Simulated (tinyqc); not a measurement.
Inside a calculation. Method: LDA (PW92) atom on a uniform radial grid, spin-unpolarised, for B+. Computed by tinyqc, a small Python program that keeps every step. Settings: Z = 5, points = 256, R = 12.3, functional = lda,pw, mixing = 0.4, iteration cap = 80. Command: `OMP_NUM_THREADS=1 python tinyqc.py 26937 26938 out.jsonl` (the two numbers bound the seeds that draw the settings). One thread of a shared host (Intel(R) Xeon(R) Processor @ 2.60GHz), about 0.7 s of CPU time with the checks. Later iterations appear only in the table of the cycle.

## Iteration 1

Spherical atom on a uniform radial grid r_j = j h with h = R/(N + 1), h sum u^2 = 1 and integrals as h times sums, u(0) = u(R) = 0 (atomic units):
```
parameter            value
Z                        5
points N               256
R                12.300000
h                 0.047860
mixing            0.400000
electrons in 1s          2
electrons in 2s          2
```

Three-point differences turn -u''/2 + [l(l+1)/2r^2 - Z/r + V] u = e u into a tridiagonal matrix (diagonal 1/h^2 + potential, off-diagonal -1/2h^2). D = sum f u^2; the Hartree potential y/r solves y'' = -D/r with y(0) = 0, y(R) = N_e; v_xc comes from rho = D/(4 pi r^2); E = sum f e - int D V + int D (V_H/2 + eps_xc); V(new) = V + mixing (V_H + v_xc - V).

eigenvalues (hartree): 1s -12.32600, 2s -3.11389

Every 16th grid point:
```
r            V in     u(1s)      u(2s)         D      V_H       v_xc
0.76576   0.00000   0.38035   -0.81055   1.60332  4.38765   -0.65900
1.53152   0.00000   0.01713   -0.74669   1.11569  2.56335   -0.38386
2.29728   0.00000   0.00058   -0.27842   0.15504  1.73907   -0.16536
3.06304   0.00000  1.74e-05   -0.07720   0.01192  1.30582   -0.06472
3.82879   0.00000  4.90e-07   -0.01841   0.00068  1.04471   -0.02377
4.59455   0.00000  1.32e-08   -0.00400  3.20e-05  0.87060   -0.00825
5.36031   0.00000  3.48e-10   -0.00082  1.34e-06  0.74623   -0.00273
6.12607   0.00000         0   -0.00016  5.11e-08  0.65295   -0.00087
6.89183   0.00000         0  -3.02e-05  1.82e-09  0.58040   -0.00027
7.65759   0.00000         0  -5.55e-06  6.17e-11  0.52236   -0.00008
8.42335   0.00000         0  -1.00e-06         0  0.47487  -2.49e-05
9.18911   0.00000         0  -1.77e-07         0  0.43530    0.00000
9.95486   0.00000         0  -3.09e-08         0  0.40181    0.00000
10.72062  0.00000         0  -5.32e-09         0  0.37311    0.00000
11.48638  0.00000         0  -8.86e-10         0  0.34824    0.00000
12.25214  0.00000         0  -3.06e-11         0  0.32647    0.00000
```

total energy = -22.8111727 hartree

## Iteration 2

As before.

eigenvalues (hartree): 1s -9.78819, 2s -1.97281

Every 16th grid point:
```
r            V in     u(1s)      u(2s)         D      V_H       v_xc
0.76576   1.49146   0.42710   -0.65411   1.22055  4.20420   -0.60533
1.53152   0.87180   0.02571   -0.80531   1.29838  2.51951   -0.40212
2.29728   0.62948   0.00121   -0.40248   0.32399  1.73414   -0.20629
3.06304   0.49644   0.00005   -0.15210   0.04627  1.30541   -0.09705
3.82879   0.40838  2.07e-06   -0.05009   0.00502  1.04469   -0.04365
4.59455   0.34494  8.10e-08   -0.01520   0.00046  0.87059   -0.01891
5.36031   0.29740  3.10e-09   -0.00437  3.83e-05  0.74623   -0.00792
6.12607   0.26083  1.16e-10   -0.00121  2.93e-06  0.65295   -0.00322
6.89183   0.23205         0   -0.00033  2.12e-07  0.58040   -0.00128
7.65759   0.20891         0   -0.00009  1.47e-08  0.52236   -0.00050
8.42335   0.18994         0  -2.21e-05  9.78e-10  0.47487   -0.00019
9.18911   0.17412         0  -5.63e-06  6.34e-11  0.43530   -0.00007
9.95486   0.16073         0  -1.41e-06         0  0.40181  -2.80e-05
10.72062  0.14925         0  -3.51e-07         0  0.37311    0.00000
11.48638  0.13930         0  -8.23e-08         0  0.34824    0.00000
12.25214  0.13059         0  -3.43e-09         0  0.32647    0.00000
```

total energy = -23.3895010 hartree

## Iteration 3

As before.

eigenvalues (hartree): 1s -8.42290, 2s -1.38160

Every 16th grid point:
```
r            V in     u(1s)      u(2s)         D      V_H       v_xc
0.76576   2.33443   0.45425   -0.55408   1.02668  4.07816   -0.57366
1.53152   1.37003   0.03217   -0.81186   1.32029  2.47736   -0.40419
2.29728   0.98883   0.00182   -0.48357   0.46769  1.72683   -0.23041
3.06304   0.78121   0.00009   -0.22033   0.09709  1.30448   -0.12106
3.82879   0.64544  4.72e-06   -0.08825   0.01558  1.04458   -0.06134
4.59455   0.54764  2.28e-07   -0.03281   0.00215  0.87058   -0.03026
5.36031   0.47376  1.08e-08   -0.01163   0.00027  0.74622   -0.01457
6.12607   0.41639  5.09e-10   -0.00399  3.18e-05  0.65295   -0.00687
6.89183   0.37088  2.37e-11   -0.00133  3.55e-06  0.58040   -0.00318
7.65759   0.33409         0   -0.00044  3.82e-07  0.52236   -0.00145
8.42335   0.30383         0   -0.00014  3.99e-08  0.47487   -0.00065
9.18911   0.27856         0  -4.50e-05  4.05e-09  0.43530   -0.00029
9.95486   0.25715         0  -1.42e-05  4.03e-10  0.40181   -0.00013
10.72062  0.23879         0  -4.41e-06  3.89e-11  0.37311   -0.00006
11.48638  0.22287         0  -1.27e-06         0  0.34824  -1.14e-05
12.25214  0.20894         0  -5.82e-08         0  0.32647    0.00000
```

total energy = -23.5956569 hartree

## Convergence

Stop when input and output potentials agree to 1e-7.

Course of the cycle (hartree):
```
iteration            E      e(1s)     e(2s)  largest |V(out) - V(in)|
1          -22.8111727  -12.32600  -3.11389                  8.36e+00
2          -23.3895010   -9.78819  -1.97281                  4.44e+00
3          -23.5956569   -8.42290  -1.38160                  2.31e+00
4          -23.6637343   -7.69682  -1.07058                  1.19e+00
5          -23.6848360   -7.31485  -0.90491                  6.07e-01
6          -23.6910720   -7.11569  -0.81583                  3.07e-01
7          -23.6928567   -7.01257  -0.76763                  1.55e-01
8          -23.6933579   -6.95942  -0.74140                  7.89e-02
9          -23.6934973   -6.93214  -0.72707                  4.00e-02
10         -23.6935359   -6.91817  -0.71921                  2.04e-02
11         -23.6935467   -6.91104  -0.71488                  1.04e-02
...                ...        ...       ...                       ...
22         -23.6935508   -6.90369  -0.70947                  1.41e-05
23         -23.6935508   -6.90369  -0.70947                  8.07e-06
24         -23.6935508   -6.90369  -0.70947                  4.61e-06
25         -23.6935508   -6.90369  -0.70947                  2.64e-06
26         -23.6935508   -6.90369  -0.70946                  1.62e-06
27         -23.6935508   -6.90369  -0.70946                  1.01e-06
28         -23.6935508   -6.90369  -0.70946                  6.22e-07
29         -23.6935508   -6.90369  -0.70946                  3.81e-07
30         -23.6935508   -6.90369  -0.70946                  2.33e-07
31         -23.6935508   -6.90369  -0.70946                  1.42e-07
32         -23.6935508   -6.90369  -0.70946                  8.59e-08
```

Converged in 32 iterations. A uniform grid resolves the cusp poorly: for a bare nucleus this grid gives 1s at -12.32600 against -Z^2/2 = -12.5 hartree. Before convergence this energy mixes input and output and is not variational, so it may rise towards its limit.
